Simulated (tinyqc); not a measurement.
# Inputs raised by 10 %, one at a time

Model: thermal, flicker and telegraph noise of a field-effect transistor. Computed by tinyqc, a small Python program. Command: `OMP_NUM_THREADS=1 python tinyqc.py 3011397 3011398 out.jsonl noise sens`. One thread of a shared host (Intel(R) Xeon(R) Processor @ 2.30GHz), about 0.01 s of CPU time with the checks.

Strong inversion, threshold roll-off and channel-length modulation left out; noise sources are uncorrelated and are given as one-sided spectral densities.

Inputs (values chosen for the exercise, modelled on a high-k silicon transistor):

| quantity | value | unit |
|---|---|---|
| width W | 1.1 | micrometre |
| length L | 29 | nm |
| electrical oxide thickness t | 1.9 | nm |
| mobility mu | 290 | cm^2/(V s) |
| saturation velocity v_s | 1.1 | 1e7 cm/s |
| overdrive V_ov | 0.7 | V |
| thermal noise factor gamma | 0.667 | - |
| oxide trap density N_t | 3.9e+16 | 1/(eV cm^3) |
| oxide barrier phi | 3 | eV |
| oxide mass m_ox | 0.22 | m_0 |
| Coulomb scattering coefficient alpha_sc | 6200 | V s/C |
| frequency f | 100 | Hz |
| temperature T | 400 | K |

Operating region: saturation. Flicker model: number with correlated mobility.

Constants: eps_0 = 8.8541878128e-12 F/m; hbar = 1.054571817e-34 J s; m_0 = 9.1093837015e-31 kg; e = 1.602176634e-19 C; k_B = 8.617333262e-05 eV/K; k_B = 1.380649e-23 J/K.

Method:
- C_ox = 3.9 eps_0/t; V_c = 2 v_s L/mu; I = W C_ox v_s V_ov^2/(V_ov + V_c); g_m = W C_ox v_s V_ov (V_ov + 2 V_c)/(V_ov + V_c)^2; g_d0 = mu C_ox (W/L) V_ov.
- Tunnelling length lambda = hbar/(2 sqrt(2 m_ox phi)); flat-band noise S_Vfb = e^2 k_B T lambda N_t/(W L C_ox^2 f). S_I = g_m^2 S_Vfb (1 + alpha_sc mu C_ox I/g_m)^2.
- Thermal: S_I = 4 k_B T gamma g_d0; input-referred S_V = S_I/g_m^2; corner f_c where flicker equals thermal.
- Total input noise from 1 Hz to f_c: sqrt(S_V,thermal [f_c ln(f_c/1 Hz) + f_c - 1 Hz]).

Runs:

| input moved | from | to | corner frequency f_c (Hz) | flicker S_I/I^2 (1/Hz) | input noise up to f_c (microvolt) | g_m (microsiemens) |
|---|---|---|---|---|---|---|
| base run | - | - | 6.644e+07 | 9.986e-11 | 246.1 | 2073 |
| electrical oxide thickness t (nm) | 1.9 | 2.09 | 6.471e+07 | 1.070e-10 | 254.6 | 1885 |
| mobility mu (cm^2/(V s)) | 290 | 319 | 7.092e+07 | 1.122e-10 | 265.0 | 2091 |
| overdrive V_ov (V) | 0.7 | 0.77 | 7.092e+07 | 9.274e-11 | 265.0 | 2091 |
| oxide trap density N_t (1/(eV cm^3)) | 3.9e+16 | 4.29e+16 | 7.308e+07 | 1.098e-10 | 258.8 | 2073 |
| Coulomb scattering coefficient alpha_sc (V s/C) | 6200 | 6820 | 7.533e+07 | 1.132e-10 | 263.0 | 2073 |
| temperature T (K) | 400 | 440 | 6.644e+07 | 1.098e-10 | 258.2 | 2073 |
| oxide barrier phi (eV) | 3 | 3.3 | 6.334e+07 | 9.521e-11 | 240.0 | 2073 |

Exponents ln(y'/y) / ln(x'/x):

| input | corner frequency f_c | flicker S_I/I^2 | input noise up to f_c | g_m |
|---|---|---|---|---|
| electrical oxide thickness t | -0.275 | 0.725 | 0.355 | -1.000 |
| mobility mu | 0.685 | 1.224 | 0.774 | 0.086 |
| overdrive V_ov | 0.685 | -0.776 | 0.774 | 0.086 |
| oxide trap density N_t | 1.000 | 1.000 | 0.526 | 0.000 |
| Coulomb scattering coefficient alpha_sc | 1.319 | 1.319 | 0.694 | 0.000 |
| temperature T | 0.000 | 1.000 | 0.500 | 0.000 |
| oxide barrier phi | -0.500 | -0.500 | -0.263 | 0.000 |

To which inputs is each result most sensitive?

Among the inputs moved here: corner frequency f_c answers most in size to Coulomb scattering coefficient alpha_sc (exponent +1.319), next to oxide trap density N_t (+1.000); its exponent is below 0.0005 for temperature T. flicker S_I/I^2 answers most in size to Coulomb scattering coefficient alpha_sc (exponent +1.319), next to mobility mu (+1.224). Its exponent +1.000 in oxide trap density N_t: independent traps. Input noise up to f_c answers most in size to mobility mu (exponent +0.774), and about equally to overdrive V_ov (+0.774). g_m answers most in size to electrical oxide thickness t (exponent -1.000), next to mobility mu (+0.086); its exponent is below 0.0005 for oxide trap density N_t, Coulomb scattering coefficient alpha_sc, temperature T, oxide barrier phi.

Caution (all rows): fewer than one trap per decade of time constant is active, so one device shows telegraph steps and the 1/f law is only a mean over many devices.
